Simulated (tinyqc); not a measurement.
Capacitance of parallel on-chip lines from Laplace's equation on a mesh: one step of the calculation.

Cross-section of an endless row of equal lines between two grounded planes; neighbours are driven in antiphase (+1 V and -1 V), so the plane midway between two lines is at 0 V. By symmetry one quarter is solved: x runs from the centre of a line (column 0, mirror) to that midplane (column 3, 0 V), y from the mid-height of the line (row 0, mirror) to the ground plane (row 5, 0 V). The line fills columns 0 to 1 and rows 0 to 2 at 1 V. Cells beside the line (below row 2) have e2, cells above have e1. Each link between nodes has the conductance g = mean permittivity of the two cells beside it (a cell beyond a mirror counts as 0), and the free nodes obey sum g (V_neighbour - V) = 0.

Problem. Relaxation sweep. One sweep visits the free nodes row by row from row 0, left to right, and replaces V by V + om (weighted mean of the neighbours - V), using new values at once.

Parameters, values chosen for the exercise: over-relaxation factor om = 1.2.

V after sweep 1 (V):
```
	col 0	col 1	col 2	col 3
row 0	1.0000000	1.0000000	0.3000000	0.0000000
row 1	1.0000000	1.0000000	0.3900000	0.0000000
row 2	1.0000000	1.0000000	0.4462500	0.0000000
row 3	0.3000000	0.3900000	0.2508750	0.0000000
row 4	0.0900000	0.1440000	0.1184625	0.0000000
row 5	0.0000000	0.0000000	0.0000000	0.0000000
```

gx:
```
	col 0	col 1	col 2
row 0	3.5	3.5	3.5
row 1	7	7	7
row 2	5.6	5.6	5.6
row 3	4.2	4.2	4.2
row 4	4.2	4.2	4.2
row 5	2.1	2.1	2.1
```

gy:
```
	col 0	col 1	col 2	col 3
row 0	3.5	7	7	3.5
row 1	3.5	7	7	3.5
row 2	2.1	4.2	4.2	2.1
row 3	2.1	4.2	4.2	2.1
row 4	2.1	4.2	4.2	2.1
```

Find: V after sweep 2.

Solution.

V after sweep 2 (V):
```
	col 0	col 1	col 2	col 3
row 0	1.0000	1.0000	0.4740	0.0000
row 1	1.0000	1.0000	0.4981	0.0000
row 2	1.0000	1.0000	0.4540	0.0000
row 3	0.5010	0.4908	0.2688	0.0000
row 4	0.2187	0.2196	0.1228	0.0000
row 5	0.0000	0.0000	0.0000	0.0000
```

Numbers from tinyqc (`OMP_NUM_THREADS=1 python tinyqc.py 2790210 2790211 out.jsonl`; about 0.7 s on one thread of a shared Intel Xeon 2.30GHz).
